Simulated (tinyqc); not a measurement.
# AlGaN/GaN HEMT with access regions, lumped model, step by step

Program tinyqc, `OMP_NUM_THREADS=1 python tinyqc.py 2570020 2570021 out.jsonl`; Intel Xeon 2.30GHz, shared host, one thread, about 0.01 s. Printed values are rounded.

A polarisation-induced electron sheet under a Schottky gate, in series with two ungated access regions and contacts. Drift law v = mu E/(1 + mu E/vs) under the gate. Currents in mA/mm, resistances in ohm mm. No self-heating, no channel-length modulation; fits for polarisation, barrier and offset are chosen for the exercise.

Values chosen for this exercise; values close to those of AlGaN/GaN structures: aluminium share of the barrier x = 0.23; barrier thickness d = 15 nm; relative permittivity of barrier and channel eps_r = 9.4; channel mobility mu = 2000 cm^2/(V s); saturation velocity vs = 1.4e7 cm/s; gate length Lg = 0.15 um; source access length Ls = 1 um; drain access length Ld = 1.5 um; resistance of each contact Rc = 0.26 ohm mm; share of the drain-access electrons removed by traps ft = 0; gate voltage Vg = -0.5 V; drain voltage Vd = 0.5 V; critical field Ec = 3.4 MV/cm; depth over which the depleted charge spreads te = 0.47 um; insulator under the field plate tf = 50 nm; relative permittivity of that insulator ei = 7.

Constants: q = 1.602176634e-19 C, eps0 = 8.8541878128e-14 F/cm where lengths are in cm. Results are converted to the units shown.

## Polarisation charge, threshold and sheet resistance

sigma = (5e13 x + 1.6e13 x^2) cm^-2, phiB = 0.84 + 1.3 x, dEc = 0.7 (1.71 x + x^2) in volts, Cb = eps0 eps_r/d, VT = phiB - dEc - q sigma/Cb, access density n0 = -Cb VT/q. Rsh = 1/(q mu n0); largest access current q n0 vs.

sigma = 1.234640e13 cm^-2
Cb = 0.5548624 uF/cm^2
VT = -2.738388 V
n0 = 9.483529e12 cm^-2
Rsh = 329.0710 ohm
q n0 vs = 2127.200 mA/mm

## Iteration 1: drain current

I at the start = 280 mA/mm

Access resistance R(L, n) = L/(q mu n sqrt(1 - (I/(q n vs))^2)); Rs = Rc + R(Ls, n0), Rd = Rc + R(Ld, (1 - ft) n0). Vg' = Vg - I Rs, Vd' = Vd - I (Rs + Rd); with u = Vg' - VT, Vc = vs Lg/mu and w the smaller of Vd' and Vc [sqrt(1 + 2 u/Vc) - 1] (0 if negative), the channel gives (mu Cb/Lg)(u w - w^2/2)/(1 + w/Vc). I(new) = I + 0.1 (channel current - I).

Rs = 0.5919594 ohm mm
Rd = 0.7579391 ohm mm
Vg' = -0.6657486 V
Vd' = 0.1220284 V
channel current = 839.9265 mA/mm
I after iteration 1 = 335.9926 mA/mm

## Iteration 2: drain current

As before.

Rs = 0.5932544 ohm mm
Rd = 0.7598816 ohm mm
Vg' = -0.6993291 V
Vd' = 0.04535628 V
channel current = 472.5000 mA/mm
I after iteration 2 = 349.6434 mA/mm

## Course of the iteration: drain current

Stop when I changes by less than 1e-6 mA/mm, or after 60 iterations. I must stay below q (1 - ft) n0 vs.

Course of the iteration:
```
iteration,I (mA/mm),|change| (mA/mm)
1,335.9926,56.0
2,349.6434,13.7
3,346.3342,3.31
4,347.5369,1.20
5,347.1329,0.404
6,347.2727,0.140
7,347.2248,0.0479
8,347.2413,0.0165
9,347.2356,5.65e-3
10,347.2376,1.94e-3
11,347.2369,6.67e-4
12,347.2371,2.29e-4
13,347.2371,7.87e-5
14,347.2371,2.71e-5
15,347.2371,9.29e-6
16,347.2371,3.19e-6
17,347.2371,1.10e-6
18,347.2371,3.77e-7
```

Converged in 18 iterations. At the end each change is about 0.34 times the one before, with alternating sign: linear convergence. Of Vd, 5.98 % reaches the channel; the access current is 16 % of its limit.

## On-resistance and breakdown

sigma = (5e13 x + 1.6e13 x^2) cm^-2, phiB = 0.84 + 1.3 x, dEc = 0.7 (1.71 x + x^2) in volts, Cb = eps0 eps_r/d, VT = phiB - dEc - q sigma/Cb, access density n0 = -Cb VT/q. Ron = 2 Rc + Ls/(q mu n0) + Ld/(q mu (1 - ft) n0) + Lg/(mu Cb (Vg - VT)). Off state: a depleted stretch that holds the voltage V has the peak field sqrt(k V), k = 2 q n0/(eps0 eps_r te), so one edge holds V1 = Ec^2/k. The sheet under the plate pinches off at Vf = q n0 (1/Cb + tf/(eps0 ei)); beyond it the gate edge is screened. BV = V1 if Vf >= V1, else Vf + V1, and at most Ec Ld. Specific resistance Ron (Ls + Lg + Ld); figure of merit BV^2 over it.

Ron = 1.403064 ohm mm
Vf = 14.99594 V
V1 = 148.8065 V
BV = 163.8024 V
specific resistance = 0.03718120 mohm cm^2
figure of merit = 721.6346 MW/cm^2

The plate raises BV by a factor of 1.10.
